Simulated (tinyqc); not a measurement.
Hall effect and magnetoresistance of several carrier groups with constant relaxation times: one step, computed by the program tinyqc.

Group 1 has charge -e and group 2 charge -e; s_i is that sign. B lies along z; mu B is formed with mu in m^2/(V s).

Question. Conductivity of each group. sigma_xx = sum n_i e mu_i/(1 + mu_i^2 B^2); sigma_xy = sum s_i n_i e mu_i^2 B/(1 + mu_i^2 B^2).

Inputs (values chosen for the exercise, for a model conductor):
```
quantity            value        unit
density n1        2.5e+16      1/cm^3
mobility mu1        64000  cm^2/(V s)
density n2        9.1e+16      1/cm^3
mobility mu2         4300  cm^2/(V s)
magnetic field B      6.7           T
```

Carriers: two electron groups. Densities: per volume.

Constants: e = 1.602176634e-19 C.

Give: Parts (S/cm); sigma_xx; sigma_xy; sigma at B = 0.

Answer.

Parts (S/cm):
```
group     mu B  sigma_xx  sigma_xy
group 1  42.88    0.1393    -5.975
group 2  2.881     6.741    -19.42
```

sigma_xx = 6.880 S/cm

sigma_xy = -25.40 S/cm

sigma at B = 0 = 319.0 S/cm
